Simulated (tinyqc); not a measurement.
MOS inversion layer, Poisson-Schroedinger loop: two steps of the calculation.

Electrons confined at an insulator interface at z = 0, treated as a hard wall; parabolic valleys, Hartree approximation, no image or exchange terms. The depletion charge lies far deeper than the electrons and gives a uniform field q Nd/(eps0 eps_r); the gate balances all charge. Energies are counted from the band edge at the interface.

Values chosen for this exercise; masses and permittivity close to those of silicon (100): temperature T = 200 K; relative permittivity eps_r = 11.9; in-plane density-of-states mass of set A md1 = 0.189 m0; in-plane density-of-states mass of set B md2 = 0.418 m0; sheet density of electrons Ns = 7.3e11 cm^-2; mixing factor a = 0.5.

Constants: q = 1.602176634e-19 C, kB = 1.380649e-23 J/K, hbar = 1.054571817e-34 J s, m0 = 9.1093837015e-31 kg, Vt = kB T/q, eps0 = 8.8541878128e-14 F/cm where lengths are in cm. Results are converted to the units shown.

Question 1. Density, output potential and mixing. n_i = sum_k N_k |psi_k|^2 (converted to cm^-3). Hartree part by Gauss: on the interval before node i the electrons still beyond are S_i = Ns - hz sum_(j<i) n_j, and U_i = U_(i-1) + q S_i hz/(eps0 eps_r) in eV, U_0 = 0 at the interface. Mixing: U(new) = U + a (U(out) - U).

```
node	z (nm)	self-consistent potential U at the start (eV)	|psi|^2 of A1 (1/nm)	|psi|^2 of A2 (1/nm)	|psi|^2 of B1 (1/nm)	|psi|^2 of B2 (1/nm)
1	0.99	0	0.36070117	0.26945223	0.08824044	0.08227668
2	1.98	0	0.42802105	0.00322342	0.22924345	0.12971496
3	2.97	0	0.17616039	0.23637305	0.27063881	0.03986075
4	3.96	0	0.03907661	0.32167290	0.21042152	0.00510952
5	4.95	0	0.00554570	0.14130023	0.12255304	0.09598101
6	5.94	0	0.00055260	0.03274331	0.05701411	0.18959933
7	6.93	0	0.00004102	0.00480432	0.02201755	0.19720485
8	7.92	0	0.00000236	0.00049189	0.00724205	0.14113601
9	8.91	0	0.00000011	0.00003736	0.00206686	0.07720147
10	9.9	0	0.00000000	0.00000220	0.00051906	0.03411094
11	10.89	0	0.00000000	0.00000010	0.00011597	0.01259067
12	11.88	0	0.00000000	0.00000000	0.00002324	0.00396439
13	12.87	0	0.00000000	0.00000000	0.00000419	0.00107251
14	13.86	0	0.00000000	0.00000000	0.00000067	0.00024179
15	14.85	0	0.00000000	0.00000000	0.00000008	0.00003611
```

N_k (cm^-2): A1 4.7763714e11, A2 4.8542951e10, B1 2.0093259e11, B2 2.8873202e9

Wanted: n; U(out); U after round 1.

Answer 1.

```
node	n (1e18 cm^-3)	U(out) (eV)	U after round 1 (eV)
1	2.0333	0.010989	0.005495
2	2.5103	0.018948	0.009474
3	1.5011	0.023166	0.011583
4	0.7657	0.025147	0.012573
5	0.3441	0.025986	0.012993
6	0.1386	0.026313	0.013156
7	0.0525	0.026433	0.013216
8	0.0189	0.026475	0.013237
9	0.0064	0.026489	0.013244
10	0.0020	0.026493	0.013246
11	0.0006	0.026494	0.013247
12	0.0002	0.026494	0.013247
13	0.0000	0.026494	0.013247
14	0.0000	0.026494	0.013247
15	0.0000	0.026494	0.013247
```

Question 2. Fermi level and occupations. Level k holds N_k = D_k Vt ln(1 + exp((EF - E_k)/Vt)) with D = 2 md1 m0 q/(pi hbar^2) for the set A, D = 4 md2 m0 q/(pi hbar^2) for the set B per eV (spin included); EF is fixed by sum N_k = Ns.

levels (eV): A1 0.06590734, A2 0.10875907, B1 0.11046100, B2 0.18468420

Give: EF; N_k.

Answer 2.

EF = 0.03833 eV
N_k (cm^-2): A1 5.004e11, A2 4.533e10, B1 1.818e11, B2 2.469e9

tinyqc, about 0.7 s, one thread, Intel Xeon 2.30GHz (shared host): `OMP_NUM_THREADS=1 python tinyqc.py 2160003 2160004 out.jsonl`
